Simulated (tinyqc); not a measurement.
Rigid-ion and shell models of the dielectric response of an ionic crystal. Inputs raised by 5 %, one at a time. Computed by tinyqc, a small Python program. Command: `OMP_NUM_THREADS=1 python tinyqc.py 3028783 3028784 out.jsonl shell sens`. One thread of a shared host (Intel(R) Xeon(R) Processor @ 2.30GHz), about 0.01 s of CPU time with the checks.

Charges +Z and -Z; 4 nearest neighbours, Madelung constant M = 1.638055, volume per ion pair Omega = 3.079201 d^3. Energy per pair U = -M Z^2 e2/d + 4 A exp(-d/rho), e2 = e^2/(4 pi eps_0). In the shell model the anion is a core of charge Y - Z and a massless shell of charge -Y, joined by the spring k; the repulsion acts on the shell. Each ion feels the Lorentz field E + (4 pi/3) P (Gaussian units).

Inputs (values chosen for the exercise, for a model crystal): nearest-neighbour distance d = 2.47 angstrom; ionic charge Z = 0.834 e; hardness d/rho = 9.21; cation mass = 148 u; anion mass = 79.9 u; shell charge size Y = 2.55 e; core-shell spring k = 71 eV/angstrom^2; cation polarisability alpha_+ = 0.23 angstrom^3; film thickness t = 4.3 nm.

Structure: zinc blende.

Constants: e^2/(4 pi eps_0) = 14.39964548 eV angstrom; 1 eV/angstrom^3 = 160.2176634 GPa; nu for 1 eV/(angstrom^2 u) = 15.6333042 THz; 1 THz = 33.35640952 1/cm; eps_0 = 8.8541878128e-12 F/m; h x 1 THz = 4.135667696 meV.

Method:
- Zero pressure fixes 4 A exp(-d/rho) = M Z^2 e2 rho/d^2. Then U = -(M Z^2 e2/d)(1 - rho/d), B = M Z^2 e2 (d/rho - 2)/(9 Omega d), and the spring of one sublattice against the other is R = (1/3) x (Laplacian of the repulsion summed over neighbours) = M Z^2 e2 (d/rho - 2)/(3 d^3), so R = 3 B Omega/d^2.
- Eliminating the shell gives the anion polarisability alpha_- = Y^2 e2/(k + R), the Szigeti charge Z_S = Z - Y R/(k + R) and the softened spring R' = k R/(k + R). With b = 4 pi (alpha_+ + alpha_-)/(3 Omega): eps_inf = (1 + 2b)/(1 - b) (Clausius-Mossotti); Born charge Z* = Z_S (eps_inf + 2)/3.
- mu lambda_TO = R' - (4 pi e2/(3 Omega)) Z_S^2/(1 - b); mu lambda_LO = mu lambda_TO + 4 pi e2 Z*^2/(eps_inf Omega); eps_s = eps_inf lambda_LO/lambda_TO.
- lambda in eV/(angstrom^2 u) gives the wavenumber 15.6333042 x 33.35640952 x sqrt(lambda); mu is the reduced mass.
- Capacitance per area eps_0 eps_s/t; equivalent oxide thickness EOT = t x 3.9/eps_s; the surface optical mode against silicon (eps = 11.7) lies at omega_TO sqrt[(eps_s + 11.7)/(eps_inf + 11.7)], and its squared coupling to channel electrons scales as g = hbar omega_SO [1/(11.7 + eps_inf) - 1/(11.7 + eps_s)], with hbar omega = h c x wavenumber.

Runs:
```
input moved                                  from      to  omega_TO (1/cm)  omega_LO (1/cm)  Born charge Z* (e)  equivalent oxide thickness (nm)
base run                                        -       -            94.18            138.4              0.8600                            5.283
nearest-neighbour distance d (angstrom)      2.47  2.5935            87.61            130.1              0.8560                            5.436
ionic charge Z (e)                          0.834  0.8757            98.91            144.9              0.8974                            5.321
hardness d/rho                               9.21  9.6705            98.74            141.0              0.8533                            5.598
shell charge size Y (e)                      2.55  2.6775            94.15            137.7              0.8665                            5.161
core-shell spring k (eV/angstrom^2)            71   74.55            94.18            138.9              0.8595                            5.321
cation polarisability alpha_+ (angstrom^3)   0.23  0.2415            94.16            138.3              0.8610                            5.267
film thickness t (nm)                         4.3   4.515            94.18            138.4              0.8600                            5.547
```

Exponents ln(y'/y) / ln(x'/x):
```
input                          omega_TO  omega_LO  Born charge Z*  equivalent oxide thickness
nearest-neighbour distance d     -1.483    -1.270          -0.095                       0.584
ionic charge Z                    1.003     0.941           0.874                       0.149
hardness d/rho                    0.968     0.382          -0.160                       1.188
shell charge size Y              -0.007    -0.096           0.156                      -0.480
core-shell spring k               0.000     0.074          -0.010                       0.148
cation polarisability alpha_+    -0.006    -0.005           0.025                      -0.060
film thickness t                  0.000     0.000           0.000                       1.000
```

Among the inputs moved here: omega_TO answers most in size to nearest-neighbour distance d (exponent -1.483), next to ionic charge Z (+1.003); its exponent is below 0.0005 for core-shell spring k, film thickness t. omega_LO answers most in size to nearest-neighbour distance d (exponent -1.270), next to ionic charge Z (+0.941); its exponent is below 0.0005 for film thickness t. Born charge Z* answers most in size to ionic charge Z (exponent +0.874), next to hardness d/rho (-0.160); its exponent is below 0.0005 for film thickness t. Equivalent oxide thickness answers most in size to hardness d/rho (exponent +1.188), next to film thickness t (+1.000). Its exponent +1.000 in film thickness t: EOT is proportional to t.
